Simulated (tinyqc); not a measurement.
Drifting, spreading and decaying minority pulse (Haynes-Shockley), Crank-Nicolson time steps: one step of the calculation.

Low injection in a uniform field: dn/dt = D d2n/dx2 - v dn/dx - n/tau with D = mu Vt and v = mu F towards +x. Exact solution on an infinite bar for a Gaussian start at x0: n = N0 exp(-t/tau) exp(-(x - x0 - v t)^2/(2 s^2))/sqrt(2 pi s^2), s^2 = s0^2 + 2 D t.

Question. Coefficients of the scheme. Exponentially fitted fluxes: d = F hx/Vt, B(d) = d/(exp(d) - 1), k = D dt/hx^2; (L n)_i = a n_(i-1) + b n_i + c n_(i+1) with a = k B(-d), c = k B(d), b = -a - c - dt/tau. Explicit steps keep n positive for dt up to 1/[(D/hx^2)(B(d) + B(-d)) + 1/tau].

Values chosen for this exercise; mobility that of a made-up semiconductor: temperature T = 250 K; minority-carrier mobility mu = 1200 cm^2/(V s); sweep field along the drift F = 59 V/cm; mesh step hx = 7 um; lifetime tau = 1.1e-7 s; time step dt = 1.5e-8 s.

Constants: q = 1.602176634e-19 C, kB = 1.380649e-23 J/K, Vt = kB T/q. Results are converted to the units shown.

Give: D; v; d; a; b; c; positivity limit of dt.

Answer.

D = 25.85 cm^2/s
v = 7.080e4 cm/s
d = 1.917
a = 1.779
b = -2.177
c = 0.2615
positivity limit of dt = 6.892e-9 s

Program tinyqc, `OMP_NUM_THREADS=1 python tinyqc.py 2310036 2310037 out.jsonl`; Intel Xeon 2.30GHz, shared host, one thread, about 0.01 s.
